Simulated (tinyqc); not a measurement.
## Short-channel transistor, virtual-source model with series resistance: effect of the velocity at the virtual source on the on and off currents

The current per gate width is the charge at the top of the source barrier (the virtual source) times its velocity times a saturation function; al and be are fitting constants of the model. Units: I in uA/um, Rs in ohm um, so I Rs = 1e-6 I Rs in volts; Q in uC/cm^2, so I = 1e-4 Q vx0 Fsat with vx0 in cm/s.

Intrinsic voltages Vg' = Vgs - I Rs, Vd' = Vds - 2 I Rs. n = n0 + nd Vd', VT = VT0 - dl Vd', Ff = 1/(1 + exp((Vg' - VT + al Vt/2)/(al Vt))), Q = Cinv n Vt ln(1 + exp((Vg' - VT + al Vt Ff)/(n Vt))), Vdsat = (vx0 L/mu)(1 - Ff) + Vt Ff, Fsat = u/(1 + u^be)^(1/be) with u = Vd'/Vdsat, and I = Q vx0 Fsat per width. I is solved self-consistently. Ion is I at Vgs = Vds = 0.5 V, Ioff at Vgs = 0, Vds = 0.5 V, and Rlin = Vds/I at Vgs = 0.5 V, Vds = 0.05 V.

Inputs (values chosen for the exercise): temperature T = 273 K; inversion capacitance Cinv = 1.37 uF/cm^2; apparent mobility mu = 180 cm^2/(V s); channel length L = 16 nm; threshold at zero drain voltage VT0 = 0.31 V; drain-induced barrier lowering dl = 0.036 V/V; subthreshold factor n0 = 1.56; growth of n with drain voltage nd = 0.2 1/V; threshold shift (in units of Vt) from weak to strong inversion al = 3.5; sharpness of saturation be = 1.6; series resistance of each contact Rs = 30 ohm um.

Constants: q = 1.602176634e-19 C, kB = 1.380649e-23 J/K, Vt = kB T/q. Results are converted to the units shown.

Effect of the velocity at the virtual source on the on and off currents:

| vx0 (cm/s) | Ion (uA/um) | Ioff (nA/um) | log10(Ion/Ioff) | Rlin (ohm um) |
|---|---|---|---|---|
| 5e6 | 140.5 | 112.5 | 3.097 | 570.8 |
| 7.1e6 | 196.0 | 159.7 | 3.089 | 492.4 |
| 1e7 | 268.8 | 224.8 | 3.078 | 445.9 |
| 1.4e7 | 361.5 | 314.5 | 3.060 | 418.3 |
| 2e7 | 483.7 | 448.8 | 3.032 | 401.1 |
| 2.8e7 | 617.3 | 627.5 | 2.993 | 391.5 |
| 4e7 | 766.3 | 894.4 | 2.933 | 385.6 |

As vx0 goes from 5e6 to 4e7 cm/s, Ion rises from 140 to 766 uA/um, Ioff rises from 112 to 894 nA/um and Rlin falls from 571 to 386 ohm um. Ion changes by a factor of 5.46 and Ioff by 7.95.

tinyqc, about 0.01 s, one thread, Intel Xeon 2.30GHz (shared host): `OMP_NUM_THREADS=1 python tinyqc.py 2380008 2380009 out.jsonl`
